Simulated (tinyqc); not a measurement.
Changing the DMI constant D: domain walls in a thin film with perpendicular anisotropy: Bloch, Neel and chiral walls, motion and stripe domains. Computed by tinyqc, a small Python program. Command: `OMP_NUM_THREADS=1 python tinyqc.py 3002844 3002845 out.jsonl mwall sweep`. One thread of a shared host (Intel(R) Xeon(R) Processor @ 2.30GHz), about 0.02 s of CPU time with the checks.

One-dimensional wall: polar angle theta(x), azimuth phi of the moment in the wall (phi = 0 Neel, 90 degrees Bloch). mu_0 = 1.25663706212e-6 T m/A, gamma = 1.76085963023e11 rad/(s T).

Inputs (values chosen for the exercise, for a model film):
```
quantity                      value        unit
saturation magnetisation M_s   1140        kA/m
exchange stiffness A             22        pJ/m
uniaxial anisotropy K_u        1290      kJ/m^3
thickness t                     2.2          nm
damping alpha                 0.015           -
current density J               0.8  1e12 A/m^2
spin Hall angle theta_SH       0.16           -
```

Drive: spin-orbit torque.

Constants: hbar = 1.054571817e-34 J s; e = 1.602176634e-19 C.

Method:
- K_eff = K_u - mu_0 M_s^2/2; Delta = sqrt(A/K_eff); sigma_0 = 4 sqrt(A K_eff); profile theta = 2 arctan exp(x/Delta); quality factor Q = 2 K_u/(mu_0 M_s^2).
- sigma(phi) = sigma_0 + 2 Delta K_D cos^2(phi) - pi D cos(phi), with the wall shape anisotropy K_D = N_x mu_0 M_s^2/2, N_x = t ln 2/(pi Delta). The minimum has cos(phi) = D/D_N for D < D_N = 4 Delta K_D/pi and phi = 0 beyond; sigma turns negative at D_c = (sigma_0 + 2 Delta K_D)/pi.
- Spin-orbit drive: B_SL = hbar theta_SH J/(2 e M_s t) acts as the field (pi/2) B_SL cos(phi). Steady state: v = (gamma Delta/alpha)(pi/2) B_SL cos(phi) = gamma Delta [B_D sin(phi) - (B_K/2) sin(2 phi)], B_K = 2 K_D/M_s, B_D = pi D/(2 M_s Delta); the root with phi between its rest value and 90 degrees; v saturates at v_D = gamma Delta B_D.

One run for each value; columns: (1) DMI constant D (mJ/m^2); (2) velocity (m/s); (3) saturation velocity v_D (m/s); (4) azimuth phi (degrees); (5) azimuth in motion (degrees):
```
(1)       (2)     (3)     (4)     (5)
0.010    2.29    2.43  88.865  89.938
0.020    4.59    4.85  87.729  89.876
0.040    9.17    9.71  85.454  89.751
0.079   18.12   19.17  80.994  89.508
0.160   36.69   38.82  71.516  89.004
0.320   73.34   77.64  50.647  88.009
0.630  144.16  152.86   0.000  86.085
1.300  295.35  315.42   0.000  81.958
2.500  554.28  606.57   0.000  74.780
```

What does the table show, and why?

Over the rows, velocity (m/s) rises from 2.29 to 554 (exponent d ln y / d ln x about 0.99 throughout); saturation velocity v_D (m/s) rises from 2.43 to 607 (exponent d ln y / d ln x about 1.0 throughout); azimuth phi (degrees) falls from 88.9 to 0, flat over part of the range. The exponent of saturation velocity v_D stays at 1: v_D = pi gamma D/(2 M_s).

Caution (all rows): pinning, heating and tilting of the wall are left out.

Extremes, crossings and ranges named in words are read from the listed rows.
